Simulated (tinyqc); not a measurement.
## Insulator thickness and V0 from two charges

Problem. In an undoped wire Vg - V0 = Q/Cox + Vt ln(Q/Q0) + Vt ln(1 + Q/Q0) at the source, with Q0 = 4 eps0 eps_r Vt/R and Cox = eps0 eox/(R ln(1 + tox/R)). Find Cox, tox and V0.

Inputs (values chosen for the exercise); material values close to those of gallium arsenide:
```
symbol  value  unit                                      meaning
T         293     K                                  temperature
eps_r      13         relative permittivity of the semiconductor
eox      8.64        relative permittivity of the gate insulator
R          20    nm                                  wire radius
```

Constants: q = 1.602176634e-19 C, kB = 1.380649e-23 J/K, Vt = kB T/q, eps0 = 8.8541878128e-14 F/cm where lengths are in cm. Results are converted to the units shown.

Qs at Vg = 1.12 and 1.52 V (nC/cm^2): [417.25949, 1168.8606]

Answer. The two equations are linear in 1/Cox and V0; tox follows by inverting the logarithm.

Cox = 2.147 uF/cm^2
tox = 3.900 nm
V0 = 0.8228 V

Computed by the program tinyqc: `OMP_NUM_THREADS=1 python tinyqc.py 2460172 2460173 out.jsonl`, one thread of a shared Intel Xeon 2.30GHz, about 0.03 s for the whole run.
